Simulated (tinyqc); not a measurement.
Inside a calculation. Model: Frenkel-Kontorova chain: a misfit dislocation (kink) in a monolayer on a periodic substrate. Computed by tinyqc, a small Python program that keeps every step. Command: `OMP_NUM_THREADS=1 python tinyqc.py 3019234 3019235 out.jsonl fkchain walk`. One thread of a shared host (Intel(R) Xeon(R) Processor @ 2.30GHz), about 0.02 s of CPU time with the checks. Intermediate numbers are printed to about 6 digits and carried at full precision; extremes and crossings named in words are read from the listed rows.

E = sum_j [(k/2)(x_(j+1) - x_j - b)^2 + (W/2)(1 - cos(2 pi x_j/a))], x_j = a (j + u_j). A kink takes u from 0 to 1: the chain is stretched by one period and has one atom fewer than wells.

Inputs (values chosen for the exercise, for a model overlayer):

| quantity | value | unit |
|---|---|---|
| spring constant k | 1.06 | eV/angstrom^2 |
| substrate period a | 3.19 | angstrom |
| corrugation W | 0.68 | eV |
| misfit f = (b - a)/a | 0.18 | - |
| atoms on each side n | 10 | - |
| atomic mass M | 14.4 | u |

Relaxation: Newton steps.

Constants: nu for 1 eV/(angstrom^2 u) = 15.6333042 THz.

## Continuum limit

l0 = sqrt(k a^2/(2 W)); kink u(j) = (2/pi) arctan exp(pi j/l0); kink energy at f = 0: E0 = (4/pi) W l0; with misfit E0 - k a^2 f; kinks become favourable at f_c = 2/(pi l0), and a coherent chain with free ends loses stability at f_m = 1/l0. Lowest vibration of the flat chain: nu0 = 15.6333042 THz x sqrt(2 pi^2 W/(a^2 M)).

kink width l0 = 2.81627

kink energy E0 = 2.43833 eV

kink energy with misfit = 0.496734 eV

critical misfit f_c = 0.226051

limit f_m = 0.355080

gap frequency nu0 = 4.73149 THz

f < f_c: the layer stays in register. Caution: for l0 below about 3 the kink spans few atoms, and the continuum kink energy is off by about 2 per cent or more.

## Start between two atoms

Discrete chain at f = 0, ends held at u = 0 and 1: E = (k a^2/2) sum (u_(j+1) - u_j)^2 + (W/2) sum (1 - cos 2 pi u_j), gradient g_j = k a^2 (2 u_j - u_(j-1) - u_(j+1)) + pi W sin(2 pi u_j), Hessian 2 k a^2 + 2 pi^2 W cos(2 pi u_j) on the diagonal and -k a^2 beside it. Free atoms j = -n..n-1 start from the continuum shape centred half-way, at j + 1/2.

u at the start: 0.000016  0.000049  0.000148  0.000452  0.001378  0.004205  0.012829  0.039100  0.118077  0.331008  0.668992  0.881923  0.960900  0.987171  0.995795  0.998622  0.999548  0.999852  0.999951  0.999984

E at the start = 2.39375 eV

gradient (eV): 0.000033  -0.000070  -0.000215  -0.000655  -0.001999  -0.006092  -0.018332  -0.048962  -0.001451  0.516587  -0.516587  0.001451  0.048962  0.018332  0.006092  0.001999  0.000655  0.000215  0.000070  -0.000033

## Relaxation

Start as above (continuum shape at j + 1/2, j = -n..n-1, l0 = sqrt(k a^2/(2 W))). u(new) = u - H^-1 g; stop when the largest gradient is below 1e-9 eV.

Course:

| step | E (eV) | largest gradient (eV) |
|---|---|---|
| 1 | 2.39375 | 5.16587e-01 |
| 2 | 2.38200 | 2.08856e-02 |
| 3 | 2.38198 | 3.34733e-05 |
| 4 | 2.38198 | 8.97264e-11 |

relaxed u: 0.000020  0.000063  0.000186  0.000540  0.001565  0.004538  0.013158  0.038132  0.110104  0.308415  0.691585  0.889896  0.961868  0.986842  0.995462  0.998435  0.999460  0.999814  0.999937  0.999980

energy, centre between atoms = 2.38198 eV

last gradient = 8.97264e-11 eV

Converged; the discrete energy is 0.9769 of the continuum value, which puts the discrete f_c = E/(k a^2) at 0.2208.

## Peierls barrier

Repeat by Newton steps with an atom at the centre (j = -n..n, u_0 = 1/2). Barrier = difference of the two energies; the lowest Hessian eigenvalue tells minimum from saddle.

energy, centre on an atom = 2.40051 eV

Peierls barrier = 18.5284 meV

lowest eigenvalue, between atoms = 1.55551 eV

lowest eigenvalue, on an atom = -1.45645 eV

The atom-centred kink, with an atom on top of the corrugation, is a saddle and the other a minimum. The barrier is 2.7 % of W, what one atom alone would climb.

## Kink density above f_c

Frank and van der Merwe: the modulus q solves f = 2 E(q)/(pi l0 q), and the kinks per atom are pi/(2 l0 q K(q)), with the complete elliptic integrals K and E; strain left = f - density (for f above f_c = 2/(pi l0)).

Continuum ground state:

| f | q | kinks per atom | strain left |
|---|---|---|---|
| 0.2272 | 0.998981 | 0.124451 | 0.102749 |
| 0.2306 | 0.995251 | 0.150558 | 0.080042 |
| 0.2374 | 0.986625 | 0.175834 | 0.061566 |
| 0.2487 | 0.970670 | 0.202423 | 0.046277 |
| 0.2713 | 0.936155 | 0.240358 | 0.030942 |
| 0.3165 | 0.865427 | 0.299113 | 0.017387 |
| 0.3843 | 0.767319 | 0.375146 | 0.009154 |
| 0.4973 | 0.635321 | 0.493198 | 0.004102 |

0.51 % above f_c the density is already 0.55 of f: kinks repel only exponentially, so they flood in, as 1/|ln(f - f_c)|. At 2.2 f_c they take up 99.2 % of the misfit and the layer floats nearly free.

Checks made by the program: energy against a quasi-Newton minimiser (relative difference below 1e-10).
